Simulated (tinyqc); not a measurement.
What each parameter does: valley splitting of a silicon quantum well in envelope theory.

The well lies at 0 < z < L; U(z) = V0 [1/(1 + exp(z/w)) + 1/(1 + exp((L - z)/w))] - e F z, 1 mV/nm = 1e-4 eV/angstrom. The envelope psi solves -(c/ml) psi'' + U psi = E psi, c = hbar^2/2m0, by three-point differences on a grid of 0.1 angstrom from -40 to L + 40 angstrom. The two valleys at +/- k0 couple through D = C0 times the integral of exp(-i q z) U(z) psi^2, q = 2 k0 (2 pi/a), and split by Ev = 2|D|.

Random alloy: with Y(z) = Yw + (Yb - Yw) B(z), B the bracket in U, and in-plane density exp(-r^2/ad^2)/(pi ad^2), D gains a random complex part of variance sigma^2 = (C0^2/pi)(a^2 V0/(8 ad (Yb - Yw)))^2 (4/a) times the integral of psi^4 Y (1 - Y). Alone it gives a mean splitting sqrt(pi) sigma; together with the smooth part the rms splitting is 2 sqrt(|D|^2 + sigma^2).

Constants: hbar^2/2m0 = 3.80998211 eV angstrom^2.

Inputs chosen for the exercise (near those of a strained Si well in SiGe; shifted at random, so the results belong to these values and not to a real crystal):

| symbol | value | unit | meaning |
|---|---|---|---|
| L | 108 | angstrom | well width |
| V0 | 0.14 | eV | conduction offset |
| ml | 0.9 | m0 | mass along z |
| w | 0.7 | angstrom | interface width parameter |
| F | 11.6 | mV/nm | field pressing towards the upper interface |
| k0 | 0.839 | 2 pi/a | valley position |
| a | 5.431 | angstrom | lattice constant |
| C0 | 0.247 |  | Bloch overlap factor |
| Yb | 0.22 |  | Ge share of the barrier |
| Yw | 0.05 |  | Ge share of the well |
| ad | 180 | angstrom | dot radius |

Orbital spacing, psi^2 at z = L, the smooth splitting and sigma; V0 is held fixed when Yw changes.

One parameter was then changed.

Results before and after:

| case | E2 - E1 (meV) | psi^2(L) (1e-3/angstrom) | 2\|D\| (micro-eV) | sigma (micro-eV) |
|---|---|---|---|---|
| base | 30.81 | 7.963 | 36.44 | 72.1 |
| changed | 30.81 | 7.963 | 36.44 | 108.6 |

Which of these changes was made? (a) k0 = 0.819 2 pi/a; (b) Yw = 0.08; (c) L = 114 angstrom; (d) w = 0.49 angstrom; (e) C0 = 0.296; (f) F = 17.4 mV/nm; (g) ad = 220 angstrom; (h) V0 = 0.175 eV.

Answer: (b) Yw = 0.08. Of the candidates, run in turn, only this one gives the changed row.

All candidates:

| case | E2 - E1 (meV) | psi^2(L) (1e-3/angstrom) | 2\|D\| (micro-eV) | sigma (micro-eV) |
|---|---|---|---|---|
| base | 30.81 | 7.963 | 36.44 | 72.1 |
| ad = 220 angstrom | 30.81 | 7.963 | 36.44 | 59.0 |
| Yw = 0.08 | 30.81 | 7.963 | 36.44 | 108.6 |
| L = 114 angstrom | 30.81 | 7.963 | 36.47 | 72.1 |
| V0 = 0.175 eV | 30.96 | 6.279 | 36.42 | 90.2 |
| w = 0.49 angstrom | 30.84 | 8.113 | 90.80 | 72.1 |
| F = 17.4 mV/nm | 39.82 | 12.031 | 55.38 | 77.1 |
| k0 = 0.819 2 pi/a | 30.81 | 7.963 | 40.36 | 72.1 |
| C0 = 0.296 | 30.81 | 7.963 | 43.66 | 86.4 |

Computed by tinyqc, a small Python program: `OMP_NUM_THREADS=1 python tinyqc.py 1250592 1250593 out.jsonl` (the numbers bound the seed that draws the inputs); one thread of a shared host (Intel(R) Xeon(R) Processor @ 2.30GHz), about 0.2 s for the whole set of steps.
